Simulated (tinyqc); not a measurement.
A chain with uneven site energies and dephasing by Buettiker voltage probes: two steps of the calculation.

Sites 1 to 6 form a chain with hopping -t. Lead L joins site 1 and lead R site 6, both semi-infinite chains with hopping -t and site energy 0. Every site carries a probe with self-energy -i Gamma_p/2 that draws no net current. Linear response at zero temperature: mu_L = 1, mu_R = 0 in units of the bias.

Parameters, values chosen for the exercise: probe broadening Gamma_p gp = 0.47 eV.

Constants: q = 1.602176634e-19 C, h = 6.62607015e-34 J s. Results are converted to the units shown.

Problem 1. Transmissions between terminals. With Gamma the broadening by one lead, T_RL = Gamma^2 |G_(6,1)|^2, T_pL = Gamma Gamma_p |G_(p,1)|^2, T_pR = Gamma Gamma_p |G_(p,6)|^2, T_pq = Gamma_p^2 |G_(p,q)|^2 for p != q.

G (1/eV):
```
                         1                        2                        3                        4
1   0.26284608-0.40573164i   0.35293147-0.07646488i  -0.08317370+0.27997241i  -0.23057984-0.09437054i
2   0.35293147-0.07646488i  -0.30246770-0.38132416i   0.38807544-0.06599674i   0.02306716+0.33500422i
3  -0.08317370+0.27997241i   0.38807544-0.06599674i   0.28498671-0.40812832i   0.32222344+0.27655212i
4  -0.23057984-0.09437054i   0.02306716+0.33500422i   0.32222344+0.27655212i  -0.17718935-0.59878217i
5   0.14631116-0.19086905i  -0.31788430-0.06337560i  -0.33921964+0.23008152i   0.60262281-0.01336322i
6   0.11403314+0.15351325i   0.11780288-0.22924736i  -0.10193666-0.30957545i  -0.12123618+0.46371378i

                         5                        6
1   0.14631116-0.19086905i   0.11403314+0.15351325i
2  -0.31788430-0.06337560i   0.11780288-0.22924736i
3  -0.33921964+0.23008152i  -0.10193666-0.30957545i
4   0.60262281-0.01336322i  -0.12123618+0.46371378i
5   0.11310884-0.36675349i   0.25576679+0.16649185i
6   0.25576679+0.16649185i   0.03503604-0.60539999i
```

Gamma = 1.9487175 eV

Wanted: T_RL; T_pL; T_pR; T_pq.

Solution 1.

T_RL = 0.13887
T_pL, probe 1 to 6: [0.21405, 0.11944, 0.07813, 0.05685, 0.05297, 0.03349]
T_pR, probe 1 to 6: [0.03349, 0.06084, 0.09729, 0.21041, 0.08530, 0.33681]

T_pq:
```
          1         2         3         4         5         6
1  0.000000  0.028807  0.018843  0.013712  0.012776  0.008078
2  0.028807  0.000000  0.034230  0.024909  0.023209  0.014675
3  0.018843  0.034230  0.000000  0.039830  0.037113  0.023466
4  0.013712  0.024909  0.039830  0.000000  0.080260  0.050747
5  0.012776  0.023209  0.037113  0.080260  0.000000  0.020574
6  0.008078  0.014675  0.023466  0.050747  0.020574  0.000000
```

Problem 2. Probe potentials and effective transmission. No current into probe p: W mu = T_pL with W_pp = T_pL + T_pR + sum_q T_pq and W_pq = -T_pq. Then T_eff = T_RL + sum_p T_pR mu_p, and the resistance is (h/2q^2)/T_eff.

T_RL = 0.13887410
T_pL, probe 1 to 6: [0.21405088, 0.11943987, 0.07812825, 0.05685236, 0.05297362, 0.03349425]
T_pR, probe 1 to 6: [0.03349425, 0.06084477, 0.09729397, 0.21040787, 0.08530318, 0.33680900]

T_pq:
```
             1            2            3            4            5            6
1  0.000000000  0.028807017  0.018843304  0.013711895  0.012776403  0.008078286
2  0.028807017  0.000000000  0.034230248  0.024908666  0.023209277  0.014674800
3  0.018843304  0.034230248  0.000000000  0.039830263  0.037112850  0.023465775
4  0.013711895  0.024908666  0.039830263  0.000000000  0.080260222  0.050747067
5  0.012776403  0.023209277  0.037112850  0.080260222  0.000000000  0.020573783
6  0.008078286  0.014674800  0.023465775  0.050747067  0.020573783  0.000000000
```

Wanted: W; mu_p; T_eff; resistance.

Solution 2.

W:
```
          1         2         3         4         5         6
1   0.32976  -0.02881  -0.01884  -0.01371  -0.01278  -0.00808
2  -0.02881   0.30611  -0.03423  -0.02491  -0.02321  -0.01467
3  -0.01884  -0.03423   0.32890  -0.03983  -0.03711  -0.02347
4  -0.01371  -0.02491  -0.03983   0.47672  -0.08026  -0.05075
5  -0.01278  -0.02321  -0.03711  -0.08026   0.31221  -0.02057
6  -0.00808  -0.01467  -0.02347  -0.05075  -0.02057   0.48784
```

mu_p, probe 1 to 6: [0.75405, 0.56919, 0.42934, 0.28787, 0.37875, 0.16484]
T_eff = 0.38893
resistance = 33.184 kohm

tinyqc, about 0.01 s, one thread, Intel Xeon 2.30GHz (shared host): `OMP_NUM_THREADS=1 python tinyqc.py 2700020 2700021 out.jsonl`
